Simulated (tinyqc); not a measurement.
UHF in the 3-21g basis, for H2, spin multiplicity 3, step by step. One step of it, computed by the program tinyqc.

Question. Iteration 13 (converged): orbitals. Diagonalise F' = X^T F X, C = X C', fill 2 alpha and 0 beta electrons from the bottom; D(s) = C_occ C_occ^T. Each column has its largest component positive (the first on a tie).

converged F(alpha) (hartree), lower triangle:
```
           1H 1s      1H 2s      2H 1s      2H 2s
1H 1s  -0.064541
1H 2s  -0.585912  -0.426163
2H 1s  -0.106664  -0.253130  -0.064541
2H 2s  -0.253130  -0.305059  -0.585912  -0.426163
```

converged F(beta) (hartree), lower triangle:
```
           1H 1s      1H 2s      2H 1s     2H 2s
1H 1s   0.629519
1H 2s  -0.032360   0.106358
2H 1s  -0.064660  -0.072392   0.629519
2H 2s  -0.072392  -0.018472  -0.032360  0.106358
```

X:
```
               1          2          3         4
1H 1s  -0.754660   0.904597   0.546619  0.292631
1H 2s   1.252059  -0.691323   0.329466  0.382908
2H 1s   0.754660   0.904597  -0.546619  0.292631
2H 2s  -1.252059  -0.691323  -0.329466  0.382908
```

Give: F' = X^T F X; orbital energies; coefficients C; F' = X^T F X; orbital energies; coefficients C; D(alpha) after iteration 13; D(beta) after iteration 13.

Answer.

F' = X^T F X (alpha) (hartree), lower triangle:
```
        1      2       3       4
1   0.926
2   0.000  1.120
3  -0.425  0.000  -0.241
4   0.000  0.055   0.000  -0.620
```

orbital energies (alpha) (hartree): MO1 -0.622, MO2 -0.379, MO3 1.064, MO4 1.121

coefficients C (alpha):
```
         MO1     MO2     MO3     MO4
1H 1s  0.264   0.286  -0.887   0.913
1H 2s  0.404   0.701   1.089  -0.679
2H 1s  0.264  -0.286   0.887   0.913
2H 2s  0.404  -0.701  -1.089  -0.679
```

F' = X^T F X (beta) (hartree), lower triangle:
```
        1      2      3      4
1   1.031
2   0.000  1.270
3  -0.435  0.000  0.471
4   0.000  0.222  0.000  0.076
```

orbital energies (beta) (hartree): MO1 0.036, MO2 0.234, MO3 1.268, MO4 1.311

coefficients C (beta):
```
         MO1     MO2     MO3     MO4
1H 1s  0.128   0.118  -0.924   0.942
1H 2s  0.499   0.889   0.941  -0.613
2H 1s  0.128  -0.118   0.924   0.942
2H 2s  0.499  -0.889  -0.941  -0.613
```

D(alpha) after iteration 13, lower triangle:
```
        1H 1s   1H 2s  2H 1s  2H 2s
1H 1s   0.152
1H 2s   0.307   0.655
2H 1s  -0.012  -0.094  0.152
2H 2s  -0.094  -0.327  0.307  0.655
```

D(beta) after iteration 13, lower triangle:
```
       1H 1s  1H 2s  2H 1s  2H 2s
1H 1s  0.000
1H 2s  0.000  0.000
2H 1s  0.000  0.000  0.000
2H 2s  0.000  0.000  0.000  0.000
```
